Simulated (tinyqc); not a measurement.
Precursor delivery by bubblers, mass-transport growth and the solid composition of a III-V alloy: one step, computed by the program tinyqc.

1 sccm = 44.615 micromol/min; 1 torr = 133.322 Pa. The sources decompose fully at the surface.

Problem. Partial pressures in the reactor. p_i = p n_i/(44615 F_t), F_t in slm; p_V = p F_V/(1000 F_t), counted per molecule supplied; V/III = 44.615 F_V/(n1 + n2); vapour fraction of source 2 = n2/(n1 + n2).

Inputs (values chosen for the exercise, modelled on trimethylgallium (source 1) and trimethylindium (source 2) for the vapour pressures):
```
quantity,value,unit
bath temperature T1,258,K
bath temperature T2,293,K
total flow F_t,5.7,slm
group-V flow F_V,370,sccm
reactor pressure p,76,torr
```

molar flow 1 = 70.57643 micromol/min

molar flow 2 = 10.84463 micromol/min

Give: p_1; p_2; p_V; V/III ratio; vapour fraction of source 2.

Solution.

p_1 = 0.02109 torr

p_2 = 0.003241 torr

p_V = 4.933 torr

V/III ratio = 202.7

vapour fraction of source 2 = 0.1332
